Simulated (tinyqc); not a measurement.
Reaction control against transport control: chemical vapour deposition: Grove model, boundary layer, depletion and step coverage. Computed by tinyqc, a small Python program. Command: `OMP_NUM_THREADS=1 python tinyqc.py 3002581 3002582 out.jsonl cvd walk`. One thread of a shared host (Intel(R) Xeon(R) Processor @ 2.30GHz), about 0.01 s of CPU time with the checks.

A precursor diffuses to the surface and reacts there at first order; each molecule that reacts adds one formula unit of film.

Inputs (values chosen for the exercise, close to those used for epitaxial silicon from a chlorosilane):
```
quantity                                            value                unit
prefactor k0 of k_s                               7.3e+06                cm/s
activation energy E                                  1.86                  eV
temperature T                                        1090                   C
total pressure p                                      760                torr
mole fraction of the precursor Y                    0.017                   -
gas diffusivity D0 at 273.15 K and 760 torr          0.45              cm^2/s
film density N                                      5e+22  formula units/cm^3
gas velocity U                                         56                cm/s
kinematic viscosity nu0 at 273.15 K and 760 torr     0.49              cm^2/s
susceptor length L                                     43                  cm
channel height b                                        3                  cm
```

Reactor: horizontal, atmospheric.

Constants: k_B = 8.617333262e-05 eV/K; k_B = 1.380649e-23 J/K.

Method:
- k_s = k0 exp(-E/(k_B T)); C_g = Y p/(k_B T), 1 torr = 133.322 Pa; D = D0 (T/273.15)^1.75 (760/p).
- nu = nu0 (T/273.15)^1.75 (760/p); Re = U L/nu; mean boundary layer delta = (2/3) L/sqrt(Re), at most b/2; h_g = D/delta.
- Fluxes in series: C_s = C_g/(1 + k_s/h_g); growth rate G = k_s h_g/(k_s + h_g) C_g/N; 1 cm/s = 6e8 nm/min.
- Temperatures in kelvin are T(C) + 273.15.

Rates:
```
T (C)  k_s (cm/s)  h_g (cm/s)  G (nm/min)  reaction limit (nm/min)  transport limit (nm/min)
890        0.0637      3.9097        80.7                     82.0                    5032.4
940        0.1369      4.0763       163.4                    168.9                    5030.6
990        0.2768      4.3749       308.6                    328.1                    5185.3
1040       0.5306      4.6824       543.4                    605.0                    5338.5
1090       0.9696      4.9989       891.9                   1065.0                    5490.2
1140       1.6979      5.3241      1363.9                   1798.9                    5640.6
1190       2.8616      5.6582      1944.6                   2928.1                    5789.6
1240       4.6592      6.0008      2595.0                   4609.9                    5937.4
1290       7.3530      6.3521      3264.1                   7042.5                    6083.9
```

What follows from these numbers?

The apparent activation energy of G is 1.72 eV between the first rows and 0.94 eV between the last, against E = 1.86 eV. k_s passes h_g between 1240 and 1290 C, where control shifts from the surface to the gas. In the reaction limit the slope is E - k_B T, because C_g falls as 1/T; any further lowering comes from transport. The transport limit turns upwards in the rows where delta has reached its cap b/2.

Extremes, crossings and ranges named in words are read from the listed rows.
